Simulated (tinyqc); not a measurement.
# Conduction-band offset of an n-N heterojunction from carrier-profile moments, step by step

Numbers from tinyqc (`OMP_NUM_THREADS=1 python tinyqc.py 2410137 2410138 out.jsonl`; about 0.1 s on one thread of a shared Intel Xeon 2.30GHz). Printed values are rounded.

Layer 1 (x < 0) accumulates electrons and layer 2 (x > 0) is depleted. Boltzmann statistics. The bands bend down by V1 in layer 1 and up by V2 in layer 2, with V1 + V2 = VD = dE + Vt ln[(N2/Nc2)/(N1/Nc1)].

Values chosen for this exercise; values of the order of III-V alloys:
- T = 350 K (temperature)
- eps_r = 11.5 (relative permittivity of both layers)
- Nc1 = 5.2e17 cm^-3 (density of states of the narrow-gap layer 1)
- Nc2 = 1.4e18 cm^-3 (density of states of the wide-gap layer 2)
- dE = 0.19 eV (conduction-band offset)
- N1 = 3.6e15 cm^-3 (donor density in layer 1)
- N2 = 1.8e16 cm^-3 (donor density in layer 2)
- si = 5.2e10 cm^-2 (fixed charge at the interface)

Constants: q = 1.602176634e-19 C, kB = 1.380649e-23 J/K, Vt = kB T/q, eps0 = 8.8541878128e-14 F/cm where lengths are in cm. Results are converted to the units shown.

## Division of the diffusion potential

Sheet densities from the first integral: Q1 = sqrt((2 eps0 eps_r Vt N1/q)(exp(u1) - u1 - 1)) extra electrons, Q2 = sqrt((2 eps0 eps_r Vt N2/q)(exp(-u2) + u2 - 1)) missing ones, u = V/Vt; neutrality Q1 = Q2 + si. Q1 - Q2 rises steadily with V1, so V1 follows by bisection.

VD = 0.2086706 V
V1 = 0.1018034 V
V2 = 0.1068672 V
Q1 = 1.852265e11 cm^-2
n at x = 0- = 1.052464e17 cm^-3
n at x = 0+ = 5.205381e14 cm^-3

n drops across the interface by 202 = (Nc1/Nc2) exp(dE/Vt).

## Electron profile

| left point | -x (nm) |
|---|---|
| 0 | 0 |
| 1 | 1.69 |
| 2 | 10.2 |
| 3 | 29.4 |
| 4 | 62 |
| 5 | 111 |
| 6 | 178 |
| 7 | 266 |
| 8 | 376 |
| 9 | 511 |

| right point | x (nm) |
|---|---|
| 0 | 0 |
| 1 | 17.4 |
| 2 | 42.8 |
| 3 | 72.5 |
| 4 | 105 |
| 5 | 141 |
| 6 | 179 |
| 7 | 218 |
| 8 | 260 |
| 9 | 302 |

Integrate the field q Q(V)/(eps0 eps_r) away from the interface on each side; n = N exp(+/- V/Vt).

| left point | n in layer 1 (cm^-3) |
|---|---|
| 0 | 1.05246e17 |
| 1 | 9.00321e16 |
| 2 | 4.83471e16 |
| 3 | 2.04567e16 |
| 4 | 9.60381e15 |
| 5 | 5.70114e15 |
| 6 | 4.28867e15 |
| 7 | 3.78964e15 |
| 8 | 3.64089e15 |
| 9 | 3.60639e15 |

| right point | n in layer 2 (cm^-3) |
|---|---|
| 0 | 5.20538e14 |
| 1 | 1.52281e15 |
| 2 | 4.61943e15 |
| 3 | 9.69292e15 |
| 4 | 1.41114e16 |
| 5 | 1.65672e16 |
| 6 | 1.75357e16 |
| 7 | 1.78578e16 |
| 8 | 1.79606e16 |
| 9 | 1.79891e16 |

## Offset from the moments

A C-V profile smears n(x) but keeps its zeroth and first moments: si = -int (N - n) dx, VD = (q/(eps0 eps_r)) int (N - n) x dx, dE = VD - Vt ln[(N2/Nc2)/(N1/Nc1)]. Use the trapezoidal rule on each side.

si = 6.842753e10 cm^-2
VD = 0.2081324 V
dE = 0.1894618 eV

On these few points dE comes out -0.54 meV from the true 0.19 eV, and si misses by 1.6e10 cm^-2, 8.9 % of Q1.
